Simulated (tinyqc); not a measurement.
## Composition from the perpendicular lattice constant

Inverse problem. The layer is x parts of the first compound and 1 - x of the second, grown coherently on the second as substrate and barrier. Rows of the table: lattice constant a, average valence level Ea on an absolute scale, spin-orbit splitting so, gaps at Gamma, X and L, hydrostatic deformation potentials av and ac (Gamma), shear potential b, elastic constants, electron and heavy-hole (along z) masses. All are interpolated linearly in x; gaps get -C x (1 - x), taken wholly in the conduction band; real line-ups can differ from this model by 0.1 eV or more. In-plane strain e = (a_substrate - a)/a, e_z = -2 (c12/c11) e, volume change 2 e + e_z. X-ray diffraction gives a_z = a (1 + e_z) of the coherent layer. Find x, e and the relaxed Gamma gap.

Parameters, values chosen for the exercise: bowing of the Gamma gap CG = 0.477 eV; bowing of the X gap CX = 1.4 eV; bowing of the L gap CL = 0.33 eV.

Binary compounds, values chosen for the exercise:
```
,close to InAs,close to GaAs
a (angstrom),6.058,5.653
Ea (eV),-6.67,-6.92
so (eV),0.382,0.34
EG (eV),0.352,1.44
EX (eV),1.37,1.91
EL (eV),1.07,1.73
av (eV),0.995,1.17
ac (eV),-5.04,-7.17
b (eV),-1.78,-1.68
c11 (GPa),82.4,120
c12 (GPa),45.1,53.4
me (m0),0.0232,0.0678
mh (m0),0.325,0.348
```

lattice constant along the growth direction = 5.80851885 angstrom

Solution. a_z changes steadily with x, about (1 + 2 c12/c11) times as fast as the relaxed lattice constant, so one composition matches.

x = 0.200
e = -1.41 %
relaxed Gamma gap = 1.15 eV

tinyqc, about 0.01 s, one thread, Intel Xeon 2.30GHz (shared host): `OMP_NUM_THREADS=1 python tinyqc.py 2690056 2690057 out.jsonl`
